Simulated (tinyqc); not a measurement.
Time-dependent dielectric breakdown: cell percolation, Weibull statistics, area scaling and voltage extrapolation: one step, computed by the program tinyqc. Command: `OMP_NUM_THREADS=1 python tinyqc.py 3001631 3001632 out.jsonl tddb walk`. One thread of a shared host (Intel(R) Xeon(R) Processor @ 2.30GHz), about 0.01 s of CPU time with the checks.

The oxide is divided into columns of area a^2, each holding m = t_ox/a cells (m is taken as continuous). A share lambda(t) = (t/t_1)^alpha of the cells is defective, and a column whose cells are all defective breaks down.

Question. Projection to use conditions. All three voltage laws share the slope n at the stress voltage. Factor t(V_u)/t(V): E law exp(n (1 - V_u/V)); 1/E law exp(n (V/V_u - 1)); power law (V/V_u)^n. Temperatures in kelvin are T(C) + 273.15. Temperature factor exp[(E_a/k_B)(1/T_u - 1/T)]; area factor (A/A_u)^(1/beta); percentile factor (-ln(1 - F))^(1/beta); life = t63 x all four; 1 year = 3.15576e7 s.

Inputs (values chosen for the exercise, for a model gate oxide):
```
quantity,value,unit
test area A,4,um^2
product area A_u,500000,um^2
stress voltage V,2.82,V
use voltage V_u,1.8,V
local exponent n = -d ln t/d ln V at the stress voltage,46,-
activation energy E_a,0.8,eV
stress temperature T,150,C
use temperature T_u,55,C
allowed failure fraction F,1e-05,-
```

Voltage law used: power.

Weibull slope beta = 1.699091

characteristic life t63 = 116.4584 s

Constants: k_B = 8.617333262e-05 eV/K.

Give: voltage factor; temperature factor; area factor; percentile factor; projected life.

Answer.

voltage factor = 9.309e+08

temperature factor = 573.3

area factor = 0.001000

percentile factor = 0.001141

projected life = 2.248 years

Area and percentile together cost 5.9 decades, voltage and temperature return 11.7; a ten-year target is missed. Caution: t_1 is an input here; in a real oxide it changes with thickness at fixed voltage.
